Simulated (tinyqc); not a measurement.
Plane-wave Kohn-Sham cycle with exchange-only LDA in a layered model solid, step by step. One step of it, computed by the program tinyqc.

Task: Iteration 2: levels at that k. Diagonalise the Hermitian matrix.

H (hartree):
```
           -2         -1         +0         +1         +2
-2   0.352310  -0.089223   0.036417   0.000774  -0.001608
-1  -0.089223  -0.080283  -0.089223   0.036417   0.000774
+0   0.036417  -0.089223  -0.224480  -0.089223   0.036417
+1   0.000774   0.036417  -0.089223  -0.080283  -0.089223
+2  -0.001608   0.000774   0.036417  -0.089223   0.352310
```

Give: eigenvalues.

Result:

eigenvalues (hartree): -0.2894  -0.1333  -0.0081  0.3705  0.3799
